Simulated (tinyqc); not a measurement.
A chain with two barriers and dephasing by Buettiker voltage probes: one step of the calculation.

Sites 1 to 5 form a chain with hopping -t. Lead L joins site 1 and lead R site 5, both semi-infinite chains with hopping -t and site energy 0. Every site carries a probe with self-energy -i Gamma_p/2 that draws no net current. Linear response at zero temperature: mu_L = 1, mu_R = 0 in units of the bias.

Problem. Transmissions between terminals. With Gamma the broadening by one lead, T_RL = Gamma^2 |G_(5,1)|^2, T_pL = Gamma Gamma_p |G_(p,1)|^2, T_pR = Gamma Gamma_p |G_(p,5)|^2, T_pq = Gamma_p^2 |G_(p,q)|^2 for p != q.

Inputs (values chosen for the exercise): probe broadening Gamma_p gp = 0.74 eV.

G (1/eV):
```
                         1                        2                        3                        4
1  -0.19263159-0.24724716i   0.30521220-0.19374290i   0.15146794+0.11494435i  -0.24753600+0.14919420i
2   0.30521220-0.19374290i   0.29945713-0.77618333i   0.43754568+0.00532543i  -0.25373215+0.61482397i
3   0.15146794+0.11494435i   0.43754568+0.00532543i  -0.10574296-0.27630371i   0.44964765+0.00616909i
4  -0.24753600+0.14919420i  -0.25373215+0.61482397i   0.44964765+0.00616909i   0.30097948-0.78057669i
5  -0.12101968-0.00843662i  -0.23543403+0.15003786i   0.15299029+0.11055099i   0.29163692-0.19558917i

                         5
1  -0.12101968-0.00843662i
2  -0.23543403+0.15003786i
3   0.15299029+0.11055099i
4   0.29163692-0.19558917i
5  -0.19619459-0.23801557i
```

Gamma = 1.9974984 eV

Give: T_RL; T_pL; T_pR; T_pq.

Solution.

T_RL = 0.058721

```
probe     T_pL     T_pR
1      0.14521  0.02175
2      0.19318  0.11521
3      0.05344  0.05266
4      0.12347  0.18227
5      0.02175  0.14064
```

T_pq:
```
         1        2        3        4        5
1  0.00000  0.07157  0.01980  0.04574  0.00806
2  0.07157  0.00000  0.10485  0.24225  0.04268
3  0.01980  0.10485  0.00000  0.11074  0.01951
4  0.04574  0.24225  0.11074  0.00000  0.06752
5  0.00806  0.04268  0.01951  0.06752  0.00000
```

tinyqc, about 0.01 s, one thread, Intel Xeon 2.30GHz (shared host): `OMP_NUM_THREADS=1 python tinyqc.py 2700022 2700023 out.jsonl`
